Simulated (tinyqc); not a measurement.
Worked calculation: Pariser-Parr-Pople SCF with singles CI, for the molecule c1cnc2[nH]nnc2n1 (SMILES; centres numbered as the heavy atoms are written). One step of it, computed by the program tinyqc.

Problem. Iteration 1: orbitals and new P. Diagonalise F (the basis is taken as orthonormal) and form P = 2 sum c c over the lowest orbitals; 0.3 of the old P is kept.

F (eV), lower triangle:
```
           1C         2C         3N         4C         5N         6N         7N         8C
1C  -5.006200
2C  -3.926443  -5.229003
3N   0.096171  -4.231106  -8.606611
4C   0.386493   0.139723  -3.800831  -6.811623
5N  -0.179120   0.254924   0.185367  -3.990792  -7.127084
6N  -0.136661  -0.139050   0.225176   0.288849  -4.306256  -9.656395
7N   0.233249  -0.164111  -0.086843   0.408532   0.647802  -4.117107  -8.233158
8C   0.139402   0.385836  -0.143561  -3.647487   0.463623   0.283387  -3.817730  -5.313382
9N  -4.232094   0.096417   0.628249  -0.143808  -0.097350   0.230302   0.166144  -3.796763

           9N
9N  -7.722454
```

pi electrons, sum of z_r less the charge = 10

P at the start, lower triangle:
```
           1C         2C         3N         4C         5N         6N         7N        8C
1C   1.057149
2C   0.600912   1.057276
3N  -0.050505   0.720165   1.034102
4C  -0.226319  -0.074538   0.555263   1.096700
5N   0.128578  -0.168886  -0.090532   0.560929   1.261663
6N   0.113661   0.115648  -0.154697  -0.145262   0.657108   1.110506
7N  -0.166445   0.126191   0.058992  -0.205506  -0.290113   0.662818   1.251930
8C  -0.074367  -0.225935   0.075383   0.491811  -0.209526  -0.142515   0.561932  1.096397
9N   0.720543  -0.050634  -0.357830   0.075512   0.061499  -0.158219  -0.089045  0.553706

          9N
9N  1.034278
```

Give: orbital energies; P after iteration 1.

Solution.

orbital energies (eV): -15.555  -13.639  -12.372  -10.210  -9.844  -3.095  -0.686  -0.151  1.846

P after iteration 1, lower triangle:
```
        1C      2C      3N      4C      5N      6N      7N     8C
1C   0.928
2C   0.581   0.929
3N   0.016   0.723   1.184
4C  -0.243  -0.131   0.524   1.099
5N   0.076  -0.155  -0.086   0.573   1.176
6N   0.134   0.134  -0.134  -0.151   0.657   1.260
7N  -0.172   0.059   0.092  -0.170  -0.364   0.604   1.296
8C  -0.080  -0.240   0.053   0.499  -0.164  -0.172   0.577  0.982
9N   0.726   0.030  -0.346   0.085   0.075  -0.135  -0.066  0.536

       9N
9N  1.146
```
